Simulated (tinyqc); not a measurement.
## Field length and prefactor from two substrate currents

Inverse problem. For Em = (Vd - Vdsat)/l, Isub/Id = (Ai/Bi)(Vd - Vdsat) exp(-Bi l/(Vd - Vdsat)), and l = sqrt(3 tox xj). Find l, Ai and xj.

Inputs (values chosen for the exercise):
```
symbol,value,unit,meaning
tox,9.4,nm,oxide thickness
Bi,1.72,MV/cm,ionisation field
```

Isub/Id at Vd - Vdsat = 2.4 and 3.2 V: [0.0128312681, 0.0657005671]

Answer. ln[Isub/(Id (Vd - Vdsat))] is linear in 1/(Vd - Vdsat) with slope -Bi l.

l = 75.10 nm
Ai = 2.000e6 1/cm
xj = 200.0 nm

Computed by the program tinyqc: `OMP_NUM_THREADS=1 python tinyqc.py 2550090 2550091 out.jsonl`, one thread of a shared Intel Xeon 2.30GHz, about 0.01 s for the whole run.
